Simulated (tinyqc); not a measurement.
Junction field-effect transistor with two gates, gradual channel with velocity saturation: depletion, velocity and field along the channel.

A uniformly doped n-type channel, depleted from both sides by p+ gates; at channel potential V the depleted share of a is u = sqrt((Vbi - Vg + V)/Vp), s at the source. Electrons drift with v = mu E/(1 + mu E/vsat). Abrupt depletion edge, no series resistance, source at 0.

ni = sqrt(Nc Nv) exp(-Eg/(2 Vt)), Eg in volts; Vbi = Vt ln(Na Nd/ni^2); Vp = q Nd a^2/(2 eps0 eps_r); G0 = 2 q mu Nd a W/L; Z = mu Vp/(vsat L); s = sqrt((Vbi - Vg)/Vp). I = (G0 Vp/3) F/(1 + Z (u^2 - s^2)), F = 3 (u^2 - s^2) - 2 (u^3 - s^3), with u at V = Vd; Z = 0 gives constant mobility, for which u stops at 1. At channel potential V: y/L = (G0 Vp/3) F(u)/I - Z V/Vp, v = vsat I Z/(G0 Vp (1 - u)), E = (vsat/mu) w/(1 - w) with w = v/vsat.

Values chosen for this exercise; material values close to those of gallium arsenide: temperature T = 300 K; relative permittivity of the semiconductor eps_r = 12.9; conduction-band density of states at T Nc = 4.43e17 cm^-3; band gap Eg = 1.41 eV; valence-band density of states at T Nv = 9.17e18 cm^-3; donor density of the channel Nd = 1.8e17 cm^-3; half the channel thickness a = 170 nm; low-field mobility at this doping mu = 3300 cm^2/(V s); saturation velocity vsat = 8.4e6 cm/s; gate length L = 5 um; gate width W = 50 um; acceptor density of the gates Na = 1.2e18 cm^-3; gate voltage Vg = -1.5 V; drain voltage Vd = 0.48 V.

Constants: q = 1.602176634e-19 C, kB = 1.380649e-23 J/K, Vt = kB T/q, eps0 = 8.8541878128e-14 F/cm where lengths are in cm. Results are converted to the units shown.

Along the channel:
```
V (V),u,y/L,v (cm/s),E (kV/cm)
0,0.88136,0.0000,1.5960e6,0.59710
0.08,0.89372,0.2507,1.7815e6,0.68518
0.16,0.90590,0.4672,2.0122e6,0.80184
0.24,0.91792,0.6499,2.3070e6,0.96376
0.32,0.92979,0.7994,2.6969e6,1.2037
0.4,0.94151,0.9159,3.2371e6,1.5960
0.48,0.95308,1.0000,4.0356e6,2.3537
```

What do the numbers show?

From source to drain the open share 1 - u falls from 0.119 to 0.0469, so the velocity rises by a factor of 2.53, to 0.480 vsat, and the field by 3.94. Half of Vd drops over the last 35 % of the gate length.

tinyqc, about 0.05 s, one thread, Intel Xeon 2.30GHz (shared host): `OMP_NUM_THREADS=1 python tinyqc.py 2500068 2500069 out.jsonl`
